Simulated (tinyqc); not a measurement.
CCSD on RHF in the sto-3g basis, for BeH+, spin multiplicity 1, step by step. One step of it, computed by the program tinyqc.

Task: CCSD: starting amplitudes. t_ij^ab = <ij||ab> / (e_i + e_j - e_a - e_b), whose energy is MP2.

orbital energies (hartree): MO1 -5.031612, MO2 -0.772186, MO3 -0.268645, MO4 -0.150855, MO5 -0.150855, MO6 0.458303

Two-electron integrals over orbitals (pq|rs), unique and non-zero (hartree):
```
(11|11) 2.275477    (21|11) -0.170309   (21|21) 0.022325    (22|11) 0.507911
(22|21) 0.004096    (22|22) 0.559967    (31|11) -0.172805   (31|21) 0.015986
(31|22) -0.020672   (31|31) 0.027858    (32|11) 0.027860    (32|21) -0.005941
(32|22) -0.064523   (32|31) 0.002498    (32|32) 0.027515    (33|11) 0.559195
(33|21) -0.014763   (33|22) 0.322470    (33|31) 0.004964    (33|32) 0.023221
(33|33) 0.477331    (41|41) 0.015591    (42|41) 0.013169    (42|42) 0.042959
(43|41) 0.014132    (43|42) 0.029859    (43|43) 0.053016    (44|11) 0.569230
(44|21) -0.006472   (44|22) 0.379672    (44|31) -0.006038   (44|32) 0.013137
(44|33) 0.401667    (44|44) 0.449859    (51|51) 0.015591    (52|51) 0.013169
(52|52) 0.042959    (53|51) 0.014132    (53|52) 0.029859    (53|53) 0.053016
(54|54) 0.024249    (55|11) 0.569230    (55|21) -0.006472   (55|22) 0.379672
(55|31) -0.006038   (55|32) 0.013137    (55|33) 0.401667    (55|44) 0.401360
(55|55) 0.449859    (61|11) 0.087407    (61|21) -0.015787   (61|22) -0.011293
(61|31) -0.001949   (61|32) 0.005523    (61|33) 0.016997    (61|44) 0.001235
(61|55) 0.001235    (61|61) 0.017000    (62|11) -0.097326   (62|21) 0.004727
(62|22) 0.081132    (62|31) 0.003786    (62|32) -0.043808   (62|33) -0.024907
(62|44) -0.042393   (62|55) -0.042393   (62|61) 0.000482    (62|62) 0.120915
(63|11) 0.045306    (63|21) -0.005023   (63|22) -0.057158   (63|31) 0.006338
(63|32) 0.022703    (63|33) 0.058227    (63|44) 0.012029    (63|55) 0.012029
(63|61) 0.007667    (63|62) -0.042116   (63|63) 0.044426    (64|41) -0.009582
(64|42) -0.030746   (64|43) -0.016758   (64|64) 0.027917    (65|51) -0.009582
(65|52) -0.030746   (65|53) -0.016758   (65|65) 0.027917    (66|11) 0.525977
(66|21) 0.000551    (66|22) 0.545644    (66|31) -0.015475   (66|32) -0.060343
(66|33) 0.354759    (66|44) 0.382806    (66|55) 0.382806    (66|61) -0.005452
(66|62) 0.107637    (66|63) -0.052057   (66|66) 0.576585
```

Give: Starting amplitudes; correlation energy.

Result:

Starting amplitudes (spin orbitals 1a, 1b, ...; amplitudes related by a flip of all spins are not repeated):
```
from      to          t
2a 2b  6a 6b    -0.0491
2a 2b  4a 4b    -0.0346
2a 2b  5a 5b    -0.0346
2a 2b  3a 3b    -0.0273
2a 2b  3a 6b     0.0253
1a 1b  3a 3b    -0.0029
1a 2b  4a 4b    -0.0024
1a 2b  5a 5b    -0.0024
1a 1b  4a 4b    -0.0016
1a 1b  5a 5b    -0.0016
1a 1b  6a 6b    -0.0015
1a 2b  3b 6a     0.0009
1a 2b  3a 6b    -0.0006
1a 2b  3a 3b  -4.74e-04
1a 2a  3a 6a   2.90e-04
1a 1b  3a 6b   1.90e-04
1a 2b  6a 6b  -7.17e-05
```

correlation energy = -0.012179 hartree
